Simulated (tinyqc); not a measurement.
Changing the layer thickness t: four-point probe, van der Pauw, Hall and spreading-resistance readings of a semiconductor layer. Computed by tinyqc, a small Python program. Command: `OMP_NUM_THREADS=1 python tinyqc.py 3110272 3110273 out.jsonl probe sweep`. One thread of a shared host (Intel(R) Xeon(R) Processor @ 2.30GHz), about 0.01 s of CPU time with the checks.

The layer is uniform and ohmic; contacts are points unless a radius is given.

Inputs (values chosen for the exercise, modelled on n-type silicon):
```
quantity             value        unit
carrier density n  3.1e+15      1/cm^3
drift mobility mu     1410  cm^2/(V s)
probe spacing s      1.588          mm
current I                1          mA
```

Backing of the layer: insulating.

Constants: e = 1.602176634e-19 C.

Method:
- rho = 1/(e n mu); R_s = rho/t.
- Collinear probes with equal spacing on a layer with insulating backing: images at depth 2 m t give V = (rho I/(2 pi s)) G, G = 1 + 4 sum_(m>=1) [1/sqrt(1 + (2 m u)^2) - 1/sqrt(4 + (2 m u)^2)], u = t/s; the sum runs to m = 20000, with the tail 3/(32 u^3 M^2) added to the sum for M = 20000.
- Limits: thick, rho = 2 pi s V/I; thin on an insulator, rho = (pi/ln 2) t V/I.

One run for each value:
```
layer thickness t (micrometre)  voltage V (mV)       G  rho by the thick formula (ohm cm)  rho by the thin formula (ohm cm)
64                                      49.227  34.397                             49.117                            1.4279
120                                     26.254  18.345                             26.196                            1.4279
220                                     14.321  10.007                             14.289                            1.4279
420                                      7.501   5.242                              7.485                            1.4279
780                                      4.049   2.829                              4.040                            1.4313
1500                                     2.245   1.569                              2.240                            1.5265
2700                                     1.637   1.144                              1.633                            2.0030
5100                                     1.467   1.025                              1.464                            3.3916
9500                                     1.437   1.004                              1.434                            6.1874
```

What does the table show, and why?

Over the rows, voltage V (mV) falls from 49.2 to 1.44 (exponent d ln y / d ln x -1.0 between the first rows and -0.033 between the last); G falls from 34.4 to 1.00 (exponent d ln y / d ln x -1.0 between the first rows and -0.033 between the last); rho by the thick formula (ohm cm) falls from 49.1 to 1.43 (exponent d ln y / d ln x -1.0 between the first rows and -0.033 between the last). At the low end the exponent of voltage V is -1.00, close to -1: a thin layer, V = R_s I ln 2/pi.
